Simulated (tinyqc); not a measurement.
Inside a calculation. Model: configuration-coordinate model of a defect: Huang-Rhys factor and luminescence line shape. Computed by tinyqc, a small Python program that keeps every step. Command: `OMP_NUM_THREADS=1 python tinyqc.py 3011268 3011269 out.jsonl ccline walk`. One thread of a shared host (Intel(R) Xeon(R) Processor @ 2.30GHz), about 0.02 s of CPU time with the checks. Intermediate numbers are printed to about 6 digits and carried at full precision; extremes and crossings named in words are read from the listed rows.

Ground state E_g(Q) = (1/2) omega_g^2 Q^2; excited state E_e(Q) = E_0 + (1/2) omega_e^2 (Q - dQ)^2 with omega_e = omega_g and E_0 = E_ZPL. Q is mass-weighted; the dipole does not depend on Q (Condon approximation).

Inputs (values chosen for the exercise, for a model defect): zero-phonon energy E_ZPL = 1.16 eV; displacement dQ = 0.918 u^(1/2) angstrom; ground-state phonon hbar omega_g = 24.8 meV; temperature T = 50 K; refractive index n_r = 2.73; transition dipole mu = 0.45 e angstrom; quenching prefactor nu_0 = 3e+12 1/s.

Modes: equal frequencies in both states.

Constants: hbar^2/u = 4.18015928e-03 eV angstrom^2; k_B = 8.617333262e-05 eV/K; hbar = 6.582119569e-16 eV s; e = 1.602176634e-19 C; eps_0 = 8.8541878128e-12 F/m; hbar = 1.054571817e-34 J s; c = 299792458 m/s.

## Huang-Rhys factors and vertical energies

S = hbar omega dQ^2/(2 hbar^2/u) for each state; relaxation energy S hbar omega; absorption at E_0 + S_e hbar omega_e, emission at E_0 - S_g hbar omega_g; the Stokes shift is their difference.

S_g = 2.49985

S_e = 2.49985

relaxation energy, ground state = 0.0619963 eV

relaxation energy, excited state = 0.0619963 eV

vertical absorption energy = 1.22200 eV

vertical emission energy = 1.09800 eV

Stokes shift = 0.123993 eV

The coupling is intermediate: phonon replicas can be resolved beside the zero-phonon line.

## Emission lines at zero temperature

From the lowest excited level the line to ground level n lies at E_ZPL - n hbar omega_g with Franck-Condon weight exp(-S) S^n/n!; the emitted intensity carries a further factor E^3. S = S_g; up to eleven lines, of positive energy only, from n = max(0, integer part of S - 5).

Lines:
```
n   energy (eV)       weight  intensity / largest
0        1.1600  8.20972e-02          3.64869e-01
1        1.1352  2.05231e-01          8.54859e-01
2        1.1104  2.56523e-01          1.00000e+00
3        1.0856  2.13757e-01          7.78689e-01
4        1.0608  1.33590e-01          4.54056e-01
5        1.0360  6.67910e-02          2.11462e-01
6        1.0112  2.78279e-02          8.19270e-02
7        0.9864  9.93796e-03          2.71576e-02
8        0.9616  3.10543e-03          7.86212e-03
9        0.9368  8.62568e-04          2.01915e-03
10       0.9120  2.15629e-04          4.65722e-04
```

The weight peaks at n = 2 and the intensity at n = 2.

## Band at temperature T

Overlaps <m_e|n_g> of harmonic-oscillator functions (Hermite recursion, positive leading coefficients) by a sum over an even grid (700 points from x = -9 to 9 + d for the small table, 1500 points from -16 to 16 + d for the thermal sums), with x = Q sqrt(omega_g/hbar), d = sqrt(2 S_g) and frequency ratio omega_e/omega_g. Initial levels m = 0..24 carry Boltzmann weights exp(-m hbar omega_e/k_B T), normalised; final levels n = 0..79; a line lies at E_ZPL + m hbar omega_e - n hbar omega_g with weight w_m <m|n>^2. Moments are taken over these weights without the E^3 factor; FWHM = 2 sqrt(2 ln 2) x standard deviation; the zero-phonon weight is the sum of w_m <m|m>^2.

mean emission energy = 1.09800 eV

FWHM from the second moment = 0.0926277 eV

zero-phonon weight = 0.0824206

skewness = -0.626499

Caution: for small S the spectrum is a set of resolved lines, and a Gaussian width has little meaning.

## Crossing, radiative lifetime and thermal quenching

The curves cross at the root Q_c nearest dQ; the barrier is (1/2) omega_e^2 (Q_c - dQ)^2, with (1/2) omega^2 = (hbar omega)^2/(2 hbar^2/u). k_r = n_r omega^3 mu^2/(3 pi eps_0 hbar c^3) at the vertical emission energy, without local-field correction; k_nr = nu_0 exp(-barrier/k_B T) (Mott-Seitz); yield = k_r/(k_r + k_nr); T_1/2 = barrier/(k_B ln(nu_0/k_r)).

Q_c = 9.04725 u^(1/2) angstrom

classical barrier = 4.86163 eV

radiative lifetime = 359.945 ns

luminescence yield = 1

quenching temperature T_1/2 = 4061.01 K

The barrier is so high that this route does not halve the yield below 1000 K. Caution: the curves cross far outside the range of the harmonic model, so the barrier and T_1/2 have no quantitative meaning.

## Width and zero-phonon weight against temperature

For comparison: FWHM(0) sqrt(coth(hbar omega_e/2 k_B T)) with FWHM(0) from the first row, and exp(-S_g coth(hbar omega_e/2 k_B T)).

Against temperature:
```
T (K)  mean energy (eV)  FWHM (eV)  coth law (eV)  zero-phonon weight  exp(-S coth)
14              1.09800   0.092335       0.092335            0.082097   8.20972e-02
43              1.09800   0.092450       0.092450            0.082224   8.15893e-02
86              1.09800   0.095645       0.095645            0.085556   6.84045e-02
140             1.09800   0.105019       0.105019            0.093132   3.94071e-02
230             1.09800   0.123938       0.123938            0.100603   1.10655e-02
350             1.09800   0.147962       0.147962            0.101181   1.62995e-03
490             1.09800   0.172806       0.172806            0.097192   1.57530e-04
```

The width grows by a factor 1.87, flat while k_B T is well below hbar omega and as sqrt(T) above; for equal frequencies the coth law is exact. The mean energy stays fixed, as it must for equal frequencies. The zero-phonon weight goes from 0.0821 to 0.0972; the single exponential assumes equal frequencies, leaves out lines that absorb and emit the same number of phonons, and falls to 1.58e-4. The rise of the weight is a feature of one sharp mode; with a spread of mode energies those lines leave the zero-phonon energy and the weight falls.

Checks made by the program: grid overlaps at equal frequencies against the Poisson weights (relative difference below 1e-10); width at T against the coth law (relative difference below 1e-10).
